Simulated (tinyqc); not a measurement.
Inside a calculation. Model: long-channel MOSFET, surface-potential model.

Computed by the program tinyqc: `OMP_NUM_THREADS=1 python tinyqc.py 2360156 2360157 out.jsonl`, one thread of a shared Intel Xeon 2.30GHz, about 0.07 s for the whole run. Printed values are rounded.

n-channel transistor on a uniformly doped p-type body, gradual-channel approximation, constant mobility, Boltzmann statistics, full ionisation. Potentials are counted from the neutral body; V is the electron quasi-Fermi potential, Vsb at the source and Vsb + Vds at the drain. Charges are magnitudes per area.

Inputs (values chosen for the exercise); material values close to those of silicon:
```
symbol,value,unit,meaning
T,300,K,temperature
Eg,1.12,eV,band gap
eps_r,11.9,,relative permittivity of the semiconductor
Nc,2.85e19,cm^-3,conduction-band density of states at T
Nv,2.63e19,cm^-3,valence-band density of states at T
Na,1.7e18,cm^-3,acceptor density of the body
eox,21.2,,relative permittivity of the gate insulator
tox,9.8,nm,insulator thickness
Vfb,-0.68,V,flat-band voltage
mu,120,cm^2/(V s),channel mobility
W,10,um,gate width
L,0.5,um,gate length
Vsb,0.5,V,source-body reverse bias
Vgs,1.26,V,gate-source voltage
Vds,0.1,V,drain-source voltage
```

Constants: q = 1.602176634e-19 C, kB = 1.380649e-23 J/K, Vt = kB T/q, eps0 = 8.8541878128e-14 F/cm where lengths are in cm. Results are converted to the units shown.

Range of the model: The surface field at the source is about 1.5 MV/cm, where quantisation and degeneracy of the inversion layer, left out here, matter.

## Body potential, insulator capacitance and body factor

ni = sqrt(Nc Nv) exp(-Eg/(2 Vt)), Eg in volts; phiF = Vt ln(Na/ni); Cox = eps0 eox/tox; gamma = sqrt(2 q eps0 eps_r Na)/Cox. VT = Vfb + 2 phiF + gamma sqrt(2 phiF + Vsb), m = 1 + gamma/(2 sqrt(2 phiF + Vsb)).

ni = 1.07106e10 cm^-3
phiF = 0.488154 V
Cox = 1.91540 uF/cm^2
gamma = 0.395534 V^0.5
VT = 0.776897 V
m = 1.16277

## Iteration 1: surface potential at the source by Newton steps

psi at the start (the smaller of 2 phiF + Vsb + 4 Vt and the root without inversion charge) = 1.57972 V

With V = Vsb: G = psi - Vt + Vt e, e = exp((psi - 2 phiF - Vsb)/Vt); f = Vgs + Vsb - Vfb - psi - gamma sqrt(G); f' = -1 - gamma (1 + e)/(2 sqrt(G)); psi(new) = psi - f/f'.

G = 2.96550 V
f = 0.179145 V
f' = -7.38579
psi after iteration 1 = 1.60398 V

## Iteration 2: surface potential at the source by Newton steps

As before.

G = 5.18553 V
f = -0.0646758 V
f' = -13.2056
psi after iteration 2 = 1.59908 V

## Course of the iteration: surface potential at the source by Newton steps

Stop when psi changes by less than 1e-10 V, or after 40 iterations.

Course of the iteration:

| iteration | psi (V) | \|change\| (V) |
|---|---|---|
| 1 | 1.60398 | 0.0243 |
| 2 | 1.59908 | 4.90e-3 |
| 3 | 1.59878 | 2.99e-4 |
| 4 | 1.59878 | 1.05e-6 |
| 5 | 1.59878 | 1.30e-11 |

Converged in 5 iterations. At the end the number of correct digits about doubles with each step.

## Charges and current of the charge-sheet model

psi_0 = 1.59878 V
psi_L = 1.68809 V

psi_0 and psi_L solve Vgs + Vsb - Vfb - psi = gamma sqrt(G) at V = Vsb and Vsb + Vds. Qi = Cox gamma [sqrt(G) - sqrt(psi - Vt)], G = psi - Vt + Vt exp((psi - 2 phiF - V)/Vt), at both ends. With U = Vgs + Vsb - Vfb: drift = mu (W/L) Cox [U (psi_L - psi_0) - (psi_L^2 - psi_0^2)/2 - (2/3) gamma ((psi_L - Vt)^1.5 - (psi_0 - Vt)^1.5)]; diffusion = mu (W/L) Vt (Qi0 - QiL).

Qi0 = 661.114 nC/cm^2
QiL = 463.437 nC/cm^2
drift current = 120.514 uA
diffusion current = 12.2649 uA
drain current = 132.779 uA

Drift carries 90.8 % of the current.

## Inversion charge along the channel

| point | V (V) |
|---|---|
| 0 | 0.5 |
| 1 | 0.51 |
| 2 | 0.52 |
| 3 | 0.53 |
| 4 | 0.54 |
| 5 | 0.55 |
| 6 | 0.56 |
| 7 | 0.57 |
| 8 | 0.58 |
| 9 | 0.59 |
| 10 | 0.6 |

The surface potential psi at channel potential V solves Vgs + Vsb - Vfb - psi = gamma sqrt(G), G = psi - Vt + Vt exp((psi - 2 phiF - V)/Vt). Charge sheet: Qi = Cox gamma [sqrt(G) - sqrt(psi - Vt)]. Pao-Sah: Qi = (Cox gamma/2) integral from 3 Vt to psi of exp((u - 2 phiF - V)/Vt)/sqrt(G(u, V)) du.

| point | psi (V) | Qi, charge sheet (nC/cm^2) | Qi, Pao-Sah (nC/cm^2) |
|---|---|---|---|
| 0 | 1.59878 | 661.114 | 665.906 |
| 1 | 1.60783 | 641.040 | 645.679 |
| 2 | 1.61686 | 621.025 | 625.513 |
| 3 | 1.62587 | 601.072 | 605.410 |
| 4 | 1.63485 | 581.185 | 585.374 |
| 5 | 1.64380 | 561.366 | 565.407 |
| 6 | 1.65273 | 541.619 | 545.514 |
| 7 | 1.66162 | 521.949 | 525.697 |
| 8 | 1.67048 | 502.358 | 505.962 |
| 9 | 1.67931 | 482.853 | 486.312 |
| 10 | 1.68809 | 463.437 | 466.754 |

At the source the charge-sheet charge is 0.72 % below the Pao-Sah one.

## Pao-Sah current by Simpson's rule

I = mu (W/L) integral of Qi dV; Simpson's rule on the 11 points, step Vds/10, weights 1, 4, 2, ..., 4, 1 times step/3.

Pao-Sah current = 135.771 uA

Gauss-Legendre quadrature on many points gives 135.8 uA, so this value is within 0.01 % of it; the charge-sheet current, 132.8 uA, is 2.2 % below it.
